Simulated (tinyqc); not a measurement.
What grading buys: minority-electron transport through the base of a bipolar transistor (Moll-Ross and Kroemer integrals). Computed by tinyqc, a small Python program. Command: `OMP_NUM_THREADS=1 python tinyqc.py 3022283 3022284 out.jsonl base walk`. One thread of a shared host (Intel(R) Xeon(R) Processor @ 2.30GHz), about 0.01 s of CPU time with the checks.

Low injection, one dimension, x from the emitter edge (0) to the collector edge (W), s = x/W. Recombination is treated as a small correction (valid for tau_B well below tau_n), computed from the stored charge.

Inputs (values chosen for the exercise, modelled on GaAs):
```
quantity                               value        unit
base doping at the emitter edge N_0  5.3e+18      1/cm^3
base width W                             260          nm
mu_min                                  1200  cm^2/(V s)
mu_max                                  6920  cm^2/(V s)
N_ref                                8.5e+16      1/cm^3
saturation velocity v_s                  0.9    1e7 cm/s
temperature T                            300           K
doping ratio N_0/N(W)                    3.9           -
```

Base doping profile: Gaussian. Gap grading: linear. Exit of the base: infinite sink.

Constants: k_B = 8.617333262e-05 eV/K.

Method. N(x) = N_0 (ratio)^(-s^2); n_i(x)^2 = n_i^2 exp(s dE_g/k_B T); D(x) = (k_B T/e) mu, mu = mu_min + (mu_max - mu_min)/(1 + (N/N_ref)^0.7). With y(x) = N n_i^2/(D n_i(x)^2): base Gummel number G_B = int_0^W y dx; J_C = e n_i^2 exp(e V_BE/k_B T)/G_B; n(x) = (J_C/e)(n_i(x)^2/(N n_i^2)) [int_x^W y dx]; transit time tau_B = (e/J_C) int n dx; trapezoid rule on 401 even points.

The same base with other gradings:
```
dE_g (meV)  dE_g/k_B T  G_B (s/cm^4)  J_C gain  tau_B (ps)  speed gain
0                0.000    2.3194e+12    1.0000      5.3407      1.0000
25               0.967    1.6473e+12    1.4080      4.2304      1.2625
50               1.934    1.2355e+12    1.8773      3.4640      1.5418
75               2.901    9.6956e+11    2.3923      2.9140      1.8328
100              3.868    7.8906e+11    2.9395      2.5054      2.1317
150              5.802    5.6664e+11    4.0933      1.9465      2.7438
200              7.736    4.3841e+11    5.2906      1.5865      3.3663
300             11.605    2.9958e+11    7.7422      1.1550      4.6241
```

What does the comparison show, and why?

At 100 meV J_C rises by a factor 2.94 and the transit is 2.13 times faster; at 300 meV the factors are 7.74 and 4.62. For a uniform base without exit term both tend to be linear in dE_g/k_B T, J_C as x/(1 - exp(-x)) and the speed as x/2. From 100 meV on the mean velocity W/tau_B exceeds v_s, so those speed gains are overstated.
